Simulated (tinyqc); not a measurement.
Stretching all distances: RHF, UHF, MP2, CISD and CCSD against full CI in the sto-3g basis, for H4, spin multiplicity 1. Computed by the program tinyqc with PySCF. All coordinates are multiplied by the scale. c0^2 is the weight of the RHF determinant in the lowest singlet FCI state (UHF is spin-contaminated and may lie near states of higher spin) and n(LUMO) the first natural occupation beyond the occupied space.

Geometry (angstrom):
```
atom       x       y       z
H     0.0000  0.0000  0.0000
H     0.0000  0.0000  0.7490
H     0.0000  0.0000  1.5780
H     0.0000  0.0000  2.3260
```

Full CI energy (hartree) and errors against it (kcal/mol):
```
scale   distance 1-2 (angstrom)     E(FCI)       RHF      UHF      MP2     CISD     CCSD  <S^2> UHF    c0^2  n(LUMO)
0.9800                   0.7340  -2.169090   25.1022  25.1022   8.1279   0.1924   0.0070     0.0000  0.9757   0.0384
1.1300                   0.8464  -2.199101   31.3570  31.3570  11.1228   0.3904   0.0162     0.0000  0.9637   0.0556
1.2700                   0.9512  -2.188629   38.4534  38.4534  14.6612   0.7253   0.0332     0.0000  0.9484   0.0767
1.4200                   1.0636  -2.156530   47.7585  47.7585  19.4551   1.3554   0.0624     0.0000  0.9262   0.1063
1.5700                   1.1759  -2.114646   59.1752  54.4160  25.4959   2.4339   0.0991     0.4404  0.8964   0.1447
1.7200                   1.2883  -2.070341   72.9688  54.3669  32.9254   4.1830   0.1262     0.8046  0.8576   0.1930
1.8600                   1.3931  -2.030864   88.0805  50.2091  41.1147   6.6325   0.1077     1.0848  0.8131   0.2470
2.0100                   1.5055  -1.993140  106.5710  43.1390  51.0522  10.3161  -0.0258     1.3321  0.7577   0.3131
```

What does the comparison show, and why?

UHF parts from RHF first at scale 1.57 of those listed, where <S^2> leaves zero. The weight c0^2 goes from 0.98 to 0.76 and n(LUMO) from 0.04 to 0.31: static correlation grows as the bonds break into open-shell fragments. The spread of the error along the curve, which distorts its shape, is CCSD 0.2, CISD 10.1, UHF 29.3, MP2 42.9, RHF 81.5 kcal/mol.
